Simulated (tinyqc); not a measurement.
Monte Carlo simulation of one carrier in a uniform electric field: one step, computed by the program tinyqc. Command: `OMP_NUM_THREADS=1 python tinyqc.py 3021147 3021148 out.jsonl mcfl walk`. One thread of a shared host (Intel(R) Xeon(R) Processor @ 2.30GHz), about 3 s of CPU time with the checks.

The force e F acts along +z. Flights end at the constant total rate Gamma; the part of Gamma that the real rates do not fill is self-scattering, which leaves k unchanged. One valley, no impurities and no intervalley scattering.

Task: Flight 1. Parabolic band: E = hbar^2 k^2/(2 m), speed v = hbar k/m, states per spin, volume and energy g(E) = m k/(2 pi^2 hbar^2). Masses are multiplied by m_0 and all formulas are in SI units. Flight: t = -ln(r1)/Gamma; k_z grows by e F t/hbar; E follows from the band; dz = (E_end - E_start)/(e F). Use row 1 of the random numbers.

Inputs (values chosen for the exercise, modelled on GaSb): effective mass m = 0.0397 m_0; lattice temperature T = 350 K; electric field F = 0.18 kV/cm.

Crystal: polar. Band: parabolic.

starting wave vector (1/nm): 0.25  -0.1  0.23

Random numbers (0.02 to 0.98, from up to 60 sets tried for early real events), one row a flight:
```
       r1      r2      r3      r4
1  0.4581  0.1316  0.9578  0.4830
2  0.2489  0.8981  0.2925  0.9054
3  0.3412  0.1792  0.3645  0.4448
4  0.4949  0.0908  0.3238  0.4690
5  0.8010  0.2256  0.8711  0.1812
6  0.0308  0.1428  0.2216  0.8039
7  0.7289  0.9661  0.8950  0.1831
```

Gamma = 3.741509 1e12/s

Constants: e = 1.602176634e-19 C; hbar = 1.054571817e-34 J s; m_0 = 9.1093837015e-31 kg.

Give: flight time t; k at the end of the flight; energy at the end; displacement dz.

Result:

flight time t = 208.7 fs

k at the end of the flight (1/nm): 0.2500  -0.1000  0.2357

energy at the end = 122.9 meV

displacement dz = 141.7 nm
